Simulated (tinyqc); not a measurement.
Extended Hueckel theory, for H6-, step by step. The parameters take no account of the charge, which enters only through the electron count, and nothing here shows that the anion is bound. Computed by tinyqc, a small Python program that keeps every step (integrals from PySCF). Settings: charge = -1, K = 2.0, multiplicity = 2. Command: `OMP_NUM_THREADS=1 python tinyqc.py 23596 23597 out.jsonl` (the two numbers bound the seeds that draw the settings). One thread of a shared host (Intel(R) Xeon(R) Processor @ 2.60GHz), about 0.01 s of CPU time with the checks.

## Overlaps

Geometry (angstrom):
```
atom,x,y,z
H,0.000000,0.000000,0.000000
H,0.000000,0.000000,0.842000
H,0.000000,0.000000,2.042000
H,0.000000,0.000000,2.884000
H,0.000000,0.000000,4.083000
H,0.000000,0.000000,4.925000
```

Parameters chosen for this run:
```
element,shell,Slater exponent,H_ii (eV)
H,1s,1.300000,-13.600000
```

Slater orbitals, each expanded in six Gaussians scaled to its exponent.

overlap S:
```
,1H 1s,2H 1s,3H 1s,4H 1s,5H 1s,6H 1s
1H 1s,1.000000,0.568026,0.095459,0.020789,0.001839,0.000273
2H 1s,0.568026,1.000000,0.358978,0.095459,0.010439,0.001839
3H 1s,0.095459,0.358978,1.000000,0.568026,0.095623,0.020828
4H 1s,0.020789,0.095459,0.568026,1.000000,0.359478,0.095623
5H 1s,0.001839,0.010439,0.095623,0.359478,1.000000,0.568026
6H 1s,0.000273,0.001839,0.020828,0.095623,0.568026,1.000000
```

## Wolfsberg-Helmholz matrix

diagonal H_ii (eV): 1H 1s -13.600000, 2H 1s -13.600000, 3H 1s -13.600000, 4H 1s -13.600000, 5H 1s -13.600000, 6H 1s -13.600000

K = 2.000000

H_ij = K' S_ij (H_ii + H_jj)/2 for i != j (the diagonal keeps H_ii), with K' = 2.

H (eV):
```
,1H 1s,2H 1s,3H 1s,4H 1s,5H 1s,6H 1s
1H 1s,-13.600000,-15.450310,-2.596479,-0.565458,-0.050016,-0.007428
2H 1s,-15.450310,-13.600000,-9.764213,-2.596479,-0.283928,-0.050016
3H 1s,-2.596479,-9.764213,-13.600000,-15.450310,-2.600938,-0.566531
4H 1s,-0.565458,-2.596479,-15.450310,-13.600000,-9.777815,-2.600938
5H 1s,-0.050016,-0.283928,-2.600938,-9.777815,-13.600000,-15.450310
6H 1s,-0.007428,-0.050016,-0.566531,-2.600938,-15.450310,-13.600000
```

## Orbitals

valence electrons = 7

Solve H C = S C e through S^(-1/2); fill by pairs from the bottom, a degenerate level sharing its electrons equally; each orbital has its largest coefficient positive (the first on a tie).

orbital energies (eV): -20.382560  -18.752084  -15.887004  -1.991743  8.430348  22.819885

occupations: 2.000000  2.000000  2.000000  1.000000  0.000000  0.000000

coefficients:
```
,MO1,MO2,MO3,MO4,MO5,MO6
1H 1s,0.204331,0.378942,-0.420614,-0.617510,-0.730986,-0.482042
2H 1s,0.283583,0.393560,-0.236274,0.422020,0.844963,0.753836
3H 1s,0.358042,0.112141,0.427845,0.605938,-0.252627,-1.017553
4H 1s,0.358219,-0.111979,0.427534,-0.605738,-0.251429,1.018432
5H 1s,0.284071,-0.392950,-0.236551,-0.422226,0.843690,-0.755758
6H 1s,0.204696,-0.378364,-0.421075,0.617879,-0.729882,0.483231
```

sum of one-electron energies = -112.035037 eV

## Mulliken analysis

P = C n C^T; charge = valence electrons (H 1) minus the sum of (P S)_ii on the atom; overlap population = 2 sum P_ij S_ij between two atoms.

charges: 1H -0.260008, 2H -0.049864, 3H -0.190153, 4H -0.189772, 5H -0.049833, 6H -0.260370

Overlap populations:
```
pair,value
2-1,0.400256
3-1,-0.095989
3-2,0.247608
4-1,0.003157
4-2,-0.065415
4-3,0.261515
5-1,0.001022
5-2,-0.004480
5-3,-0.065591
5-4,0.248051
6-1,-0.000126
6-2,0.001022
6-3,0.003158
6-4,-0.096183
6-5,0.399867
```
